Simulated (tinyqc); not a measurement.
From results back to parameters: Wannier exciton and Elliott formula.

Problem. Bulk exciton lines lie at Eg - Ry*/n^2 with Ry* = Ry mu/eps^2. Lines n = 1 and 2 were computed from hidden Eg and mu.

Constants: Ry = 13.60569312 eV; a0 (Bohr radius) = 0.5291772105 angstrom.

Values chosen for the exercise (out of a larger set: near those of CdTe; not measured data): eps = 10.4 (dielectric constant).

lines (eV): 1.546178  1.552795

Find: Ry*; Eg; mu; a* = a0 eps/mu.

Solution. The spacing is Ry* (1/1 - 1/4).

Ry* = 8.82 meV
Eg = 1.5550 eV
mu = 0.070 m0
a* = a0 eps/mu = 78 angstrom

tinyqc: `OMP_NUM_THREADS=1 python tinyqc.py 1281014 1281015 out.jsonl`; about 0.01 s, one thread, shared Intel(R) Xeon(R) Processor @ 2.30GHz.
